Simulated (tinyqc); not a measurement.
Electron mobility in a silicon inversion layer, empirical terms and Matthiessen rule: two steps of the calculation.

Inversion layer of sheet density Ns on a uniformly doped body, under a high-permittivity gate with an interlayer. The mobility terms are empirical power laws with prefactors chosen for the exercise; adding their inverses (Matthiessen) is itself an approximation.

Inputs (values chosen for the exercise); material values close to those of silicon:
- T = 300 K (temperature)
- Eg = 1.13 eV (band gap)
- eps_r = 11.6 (relative permittivity of the semiconductor)
- Nc = 2.75e19 cm^-3 (conduction-band density of states at T)
- Nv = 2.63e19 cm^-3 (valence-band density of states at T)
- Nb = 6.3e16 cm^-3 (body doping)
- Vsb = 1 V (reverse body bias)
- eta = 0.5 (weight of the inversion charge in the effective field)
- Ap = 442 cm^2/(V s) (phonon-limited mobility at 1 MV/cm and 300 K)
- As = 1120 cm^2/(V s) (roughness-limited mobility at 1 MV/cm)
- gs = 2 (exponent of the roughness term)
- Ac = 3900 cm^2/(V s) (Coulomb prefactor)
- Nit = 9.8e10 cm^-2 (charge at the interface)
- Ar = 150 cm^2/(V s) (remote-phonon mobility without interlayer)
- ti = 0.6 nm (interlayer thickness)
- lr = 0.5 nm (decay length of remote phonons)
- Ns = 5.8e12 cm^-2 (inversion density)
- WL = 5 (ratio W/L)
- Vd = 0.02 V (drain voltage)
- I = 31 uA (measured linear current)

Constants: q = 1.602176634e-19 C, kB = 1.380649e-23 J/K, Vt = kB T/q, eps0 = 8.8541878128e-14 F/cm where lengths are in cm. Results are converted to the units shown.

Task 1. Depletion charge and effective field. ni = sqrt(Nc Nv) exp(-Eg/(2 Vt)), Eg in volts; Ndep = sqrt(2 eps0 eps_r Nb (2 Vt ln(Nb/ni) + Vsb)/q); E = q (Ndep + eta Ns)/(eps0 eps_r), in MV/cm.

Give: ni; Ndep; E.

Result 1.

ni = 8.6709e9 cm^-3
Ndep = 1.2114e12 cm^-2
E = 0.64135 MV/cm

The depletion charge gives 29.5 % of the field.

Task 2. Inversion density for the measured current. I = (W/L) q Ns mu Vd. E = q (Ndep + eta Ns)/(eps0 eps_r) in MV/cm. With t = T/(300 K): muC = Ac (Ns/1e12 cm^-2) t/(Nb/1e17 cm^-3 + Nit/1e11 cm^-2), muP = Ap E^(-1/3) t^(-1.75), muS = As E^(-gs), muR = Ar exp(2 ti/lr)/t; 1/mu is the sum of the inverses. Ns(new) = I/((W/L) q mu Vd).

Ns after iteration 1 = 5.3067619e12 cm^-2
Ndep = 1.2114167e12 cm^-2

Find: E; mu; Ns after iteration 2.

Result 2.

E = 0.6029 MV/cm
mu = 342.7 cm^2/(V s)
Ns after iteration 2 = 5.647e12 cm^-2

tinyqc, about 0.01 s, one thread, Intel Xeon 2.30GHz (shared host): `OMP_NUM_THREADS=1 python tinyqc.py 2510031 2510032 out.jsonl`
